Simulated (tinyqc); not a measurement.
# Avalanche multiplication and breakdown of a junction from ionisation integrals, step by step

A worked calculation. Computed by tinyqc, a small Python program that keeps every step. Command: `OMP_NUM_THREADS=1 python tinyqc.py 3025987 3025988 out.jsonl impact walk`. One thread of a shared host (Intel(R) Xeon(R) Processor @ 2.30GHz), about 0.01 s of CPU time with the checks. Intermediate numbers are printed to about 6 digits and carried at full precision; extremes and crossings named in words are read from the listed rows.

Ionisation coefficients follow the local field. Position x runs through the depletion layer from the p side (x = 0), where electrons enter, to the n side (x = w), where holes enter. The built-in voltage is neglected.

Inputs (values chosen for the exercise, modelled on InP):
```
quantity                                        value        unit
electron prefactor a_n                       5.85e+06        1/cm
electron field b_n                           3.07e+06        V/cm
hole prefactor a_p                           2.05e+06        1/cm
hole field b_p                               2.24e+06        V/cm
exponent c                                          1           -
permittivity eps                                 12.5           -
drift-layer mobility mu                           140  cm^2/(V s)
doping N of the lightly doped side            5.8e+14      1/cm^3
bias as a fraction of the breakdown voltage      0.65           -
```

Junction: one-sided abrupt n+p.

Constants: e = 1.602176634e-19 C; eps_0 = 8.8541878128e-12 F/m.

## Breakdown

alpha_n = a_n exp(-(b_n/F)^c), alpha_p = a_p exp(-(b_p/F)^c). Field F = F_m (1 - s), w = eps eps_0 F_m/(e N), V = F_m w/2, with s = 1 - x/w (the peak lies at the n+ side). With Phi(x) = int_0^x (alpha_n - alpha_p) dx': 1 - 1/M_n = I_n = int_0^w alpha_n exp(-Phi) dx and M_p = M_n exp(-Phi(w)); trapezoid rule on 401 even points; breakdown at I_n = 1. Solve I_n(F_m) = 1.

critical field F_m = 0.353265 MV/cm

width at breakdown = 42.0746 micrometre

breakdown voltage = 743.174 V

## Coefficients at the critical field

The formulas are those given above.

alpha_n = 983.956 1/cm

alpha_p = 3613.72 1/cm

ratio k = alpha_p/alpha_n = 3.67265

shorter ionisation length = 2.76723 micrometre

Holes ionise more readily at the peak field.

## Field and integrand below breakdown

Bias V = fraction times the breakdown voltage.

peak field = 0.284811 MV/cm

Every 50th point:
```
x (micrometre)  F (MV/cm)  alpha_n (1/cm)  alpha_p (1/cm)           Phi  I_n up to x
0.0000           0.000000               0               0             0            0
4.2402           0.035601     2.07395e-31     9.69197e-22  -7.17516e-27  1.23870e-36
8.4804           0.071203     1.10148e-12     4.45741e-08  -1.14154e-12  2.10586e-17
12.7206          0.106804     1.92178e-06     1.59701e-03  -8.88196e-08  7.99342e-11
16.9608          0.142405     2.53844e-03     3.02286e-01  -2.89196e-05  1.83567e-07
21.2010          0.178007     1.89271e-01     7.02563e+00  -1.00933e-03  2.09743e-05
25.4412          0.213608     3.35297e+00     5.72177e+01  -1.12687e-02  5.28087e-04
29.6815          0.249210     2.61279e+01     2.55937e+02  -6.46889e-02  5.67178e-03
33.9217          0.284811     1.21860e+02     7.87202e+02  -2.42895e-01  3.76923e-02
```

## Multiplication and noise

M_n = 1/(1 - I_n), M_p = M_n exp(-Phi(w)); McIntyre excess noise for the carrier with the larger M, F_x = k M + (1 - k)(2 - 1/M), with k = (smaller M - 1)/(larger M - 1).

M_n = 1.03917

M_p = 1.32487

effective k = 0.120566

excess noise factor = 1.25481

Injecting holes gives the larger gain and, at equal gain, the lower noise.

## On-resistance of the drift layer

R_on = w/(e mu N) with w the width at breakdown; figure of merit V_B^2/R_on; for a triangular field it equals eps eps_0 mu F_m^3/4.

specific on-resistance = 323.410 milliohm cm^2

V_B^2/R_on = 1.70776 MW/cm^2

eps eps_0 mu F_m^3/4 = 1.70776 MW/cm^2

## Gain against bias and Miller's formula

Miller's exponent n is defined by 1 - 1/M = (V/V_B)^n for the larger M.

Gain:
```
V/V_B    V (V)  F_m (MV/cm)      M_n      M_p  Miller exponent n
0.50   371.587     0.249796   1.0059   1.0749            3.84372
0.60   445.904     0.273638   1.0220   1.2069            3.45274
0.70   520.222     0.295562   1.0677   1.5010            3.07647
0.80   594.539     0.315969   1.1981   2.2007            2.71508
0.90   668.856     0.335136   1.6895   4.5152            2.37615
0.95   706.015     0.344320   2.7613   9.2974            2.21847
0.98   728.310     0.349714   6.0547  23.7593            2.12844
0.99   735.742     0.351494  11.5708  47.8992            2.09925
```

The larger gain passes 2 between 0.700 and 0.800 of V_B and reaches 47.9 at 0.99. Miller's exponent runs from 2.1 to 3.8, so it is not a constant: a fit holds over a narrow range only. From the first row to the last the voltage grows by a factor 1.98 and the peak field by 1.41.

Checks made by the program: the hole form of the condition, int alpha_p exp(Phi(w) - Phi) dx = 1 (relative difference 8e-05).
